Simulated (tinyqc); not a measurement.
# One-dimensional ballistic tunnel FET, two-band WKB: effect of the source degeneracy

A p-type source for x < 0 with its Fermi level at 0 and its valence edge at ds; in the channel the bands fall as D exp(-x/lam) towards their flat values, with the conduction edge at Ec = ds - dP and D = dP + Eg. The gate moves dP one to one. The drain Fermi level lies at -Vd and the drain side reflects nothing. For w = E - Ec between 0 and dP an electron crosses the gap. Two-band dispersion with equal masses m: inside the gap kappa = sqrt(m u (1 - u/Eg)/C), u the distance from a band edge, C = hbar^2/(2 m0).

S(w) = 2 lam int_0^Eg kappa(u) du/(w + Eg - u) = 2 pi lam sqrt(m/(C Eg)) [w + Eg/2 - sqrt(w (w + Eg))], T(w) = exp(-S). I = g (2 q^2/h) int_0^dP T(w) [f(E) - f(E + Vd)] dw, E = ds - dP + w, f(x) = 1/(1 + exp(x/Vt)). Swing = d(dP)/d(log10 I).

Values chosen for this exercise; band and dielectric values those of a made-up semiconductor:

| symbol | value | unit | meaning |
|---|---|---|---|
| T | 300 | K | temperature |
| Eg | 0.909 | eV | band gap |
| m | 0.039 | m0 | band-edge mass of the two-band model |
| lam | 4.5 | nm | screening length of the source junction |
| Vd | 0.3 | V | drain bias |
| g | 1 |  | number of degenerate subbands (spin apart) |
| dP | 0.46 | eV | tunnelling window Ev(source) - Ec(channel) |

Constants: q = 1.602176634e-19 C, kB = 1.380649e-23 J/K, hbar = 1.054571817e-34 J s, h = 6.62607015e-34 J s, m0 = 9.1093837015e-31 kg, Vt = kB T/q, hbar^2/(2 m0) = 0.0380998212 eV nm^2. Results are converted to the units shown.

Result of one run:
```
ds (eV)	I (uA)	swing (mV/decade)
0.05	0.1999	307.6
```

What becomes of these results when the source valence edge above the source Fermi level ds is changed from 0.05 to 0 eV, all else the same?

Result of the changed run:
```
ds (eV)	I (uA)	swing (mV/decade)
0	0.2506	342.0
```

The whole series:
```
ds (eV)	I (uA)	swing (mV/decade)
-0.05	0.2617	365.8
0	0.2506	342.0
0.05	0.1999	307.6
0.1	0.1386	267.7
0.15	0.08777	229.4
0.2	0.05099	194.5
0.25	0.02669	162.4
0.3	0.01218	132.6
```

I falls from 0.262 to 0.0122 uA, and the swing falls from 366 to 133 mV/decade. The screening length is held fixed, though doping would change it.

tinyqc, about 0.01 s, one thread, Intel Xeon 2.30GHz (shared host): `OMP_NUM_THREADS=1 python tinyqc.py 2620087 2620088 out.jsonl`
